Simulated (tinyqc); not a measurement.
Thermodynamics of metal silicides: hull, first phase, silicon consumed, nucleation and stability against SiO2: one step, computed by the program tinyqc.

Entropies of formation of the solids are neglected, so heats stand for free energies. Si fractions: M2Si 0.3333, MSi 0.5000, MSi2 0.6667.

Question. Nucleation of MSi2 from MSi and Si. Where free silicon remains, MSi + Si -> MSi2 gains dH = 3 H(MSi2) - 2 H(MSi) per mole of M; per volume dG = |dH|/V(MSi2); r* = 2 gamma/dG, W* = 16 pi gamma^3/(3 dG^2). For comparison the same with MSi forming from the elements, 2 |H(MSi)|/V(MSi).

Inputs (values chosen for the exercise, of the order of those of nickel silicides for heats and volumes only):

| quantity | value | unit |
|---|---|---|
| heat of formation of MSi | -42.7 | kJ/mol atoms |
| heat of formation of MSi2 | -29.8 | kJ/mol atoms |
| change of interface energy gamma | 0.29 | J/m^2 |
| temperature T | 600 | K |

Phases: M2Si, MSi, MSi2.

volumes of the three phases per mole of M (cm^3/mol): 9.92  15  23.6

Constants: e = 1.602176634e-19 C; k_B = 8.617333262e-05 eV/K.

Give: dH of the reaction; driving force; critical radius; barrier W*; W*/(k_B T); barrier for MSi from the elements.

Answer.

dH of the reaction = -4 kJ/mol M

driving force = 0.16949 kJ/cm^3

critical radius = 3.422 nm

barrier W* = 88.784 eV

W*/(k_B T) = 1717.2

barrier for MSi from the elements = 0.078686 eV

The barrier is 1100 times that of MSi from the elements, since little energy is left to gain: homogeneous nucleation is out of reach, and only sites that cut the interface energy (grain boundaries, triple junctions) can start it.
